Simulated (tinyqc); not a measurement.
Inside a calculation: deformation-potential model of the L valleys of a conduction band. Values are carried at full precision from step to step, so a last printed digit may differ when a step is redone from the rounded ones.

s11 = (C11 + C12)/((C11 - C12)(C11 + 2 C12)), s12 = -C12/((C11 - C12)(C11 + 2 C12)), s44 = 1/C44; exx = s11 sxx + s12 (syy + szz) and cyclic, exy = s44 sxy/2; tension is positive. A uniaxial stress X along the unit vector n is s_ij = X n_i n_j.

Constants: kB = 8.617333262e-05 eV/K; hbar^2/2m0 = 3.80998211 eV angstrom^2.

Values chosen for the exercise (near those of Ge; shifted at random, so the results belong to these values and not to a real crystal): C11 = 127.5 GPa; C12 = 48.7 GPa; C44 = 66.4 GPa; load = uniaxial [111] (kind of stress); X = 1.47 GPa (stress); Xd = -6.89 eV (dilation potential); Xu = 16.82 eV (uniaxial potential); T = 300 K (temperature); ml = 1.616 m0 (longitudinal mass); mt = 0.085 m0 (transverse mass).

## Strain from a uniaxial [111] stress

Form the compliances and the strain.

s11, s12, s44 (1/TPa): 9.9424  -2.7480  15.0602

strain tensor:
```
,x,y,z
x,0.002179,0.003690,0.003690
y,0.003690,0.002179,0.003690
z,0.003690,0.003690,0.002179
```

## Valley shifts

Valleys with axes along [111], [1-1-1], [-11-1] and [-1-11], one whole valley each. Herring-Vogt shift of a valley with unit axis a: dE = Xd tr(e) + Xu a.e.a. Non-degenerate shares n_i = exp(-dE_i/kT)/sum_j exp(-dE_j/kT). Inverse mass tensor of a valley: (1 - a a)/mt + a a/ml; the masses are taken as independent of strain.

Apply the Herring-Vogt formula to each valley.

Xd tr(e) = -45.03 meV

a.e.a: [111] 0.009558, [1-1-1] -0.000281, [-11-1] -0.000281, [-1-11] -0.000281

shifts dE (meV): [111] 115.74, [1-1-1] -49.76, [-11-1] -49.76, [-1-11] -49.76

The lowest valleys are [1-1-1], [-11-1] and [-1-11], 165.5 meV below the highest; the mean shift over all valleys is (Xd + Xu/3) tr(e) = -8.39 meV.

## Shares of the electrons

Boltzmann factors of the shifts.

kT = 25.852 meV

shares: [111] 0.0006, [1-1-1] 0.3331, [-11-1] 0.3331, [-1-11] 0.3331

effective number of valley axes, 1/(largest share) = 3.002

## Conductivity mass tensor

With one scattering time for all valleys the conductivity goes as M = sum_i n_i (inverse mass tensor of valley i); along the unit vector u, 1/m_c = u.M.u. Without stress 1/m_c = (1/ml + 2/mt)/3. Take u along [110].

M (1/m0):
```
,x,y,z
x,8.049,1.236,1.236
y,1.236,8.049,1.236
z,1.236,1.236,8.049
```

m_c along [110] = 0.1077 m0
m_c without stress = 0.1242 m0

The repopulation alone changes the mobility along [110] by +15.4 %; with all electrons in the valleys lightest or heaviest along this direction it would change by +46 or -46 %.

## Effective density of states

Each of the 4 whole valleys has m_d = (ml mt^2)^(1/3) and N = 2 (m_d kT/(4 pi c))^(3/2), c = hbar^2/2m0. Counted from the lowest edge, Nc = N x sum_i exp(-(dE_i - dE_min)/kT). 1 angstrom^-3 = 1e24 cm^-3.

m_d = 0.2269 m0
N of one valley = 2.712e+18 cm^-3
Nc under stress = 8.139e+18 cm^-3
Nc without stress = 1.085e+19 cm^-3

## Piezoresistance from repopulation

For small stress d(rho)/rho = pi X. For valleys on the <111> axes pi11 = pi12 = 0 and pi44 = -Xu s44/(3 kT) x (K - 1)/(2K + 1), K = ml/mt. For stress along [110]: pi_l = (pi11 + pi12 + pi44)/2 with the current along it and pi_t = (pi11 + pi12 - pi44)/2 with the current along [1-10]. 1/GPa = 100 x 1e-11/Pa.

K = 19.012

pi11, pi12, pi44 (1e-11/Pa): 0.0  0.0  -150.8

pi_l, pi_t for [110] (1e-11/Pa): -75.4  75.4

Only the transfer between valleys is counted; changes of mass and of intervalley scattering add to it in a real crystal.

## Checks

- Conductivity mass at zero stress against 3/(1/ml + 2/mt): both 0.1242327.
- Piezoresistance coefficients by finite differences against the closed form: largest difference 4.8e-09.

tinyqc: `OMP_NUM_THREADS=1 python tinyqc.py 1080238 1080239 out.jsonl`; about 0.02 s, one thread, shared Intel(R) Xeon(R) Processor @ 2.30GHz.
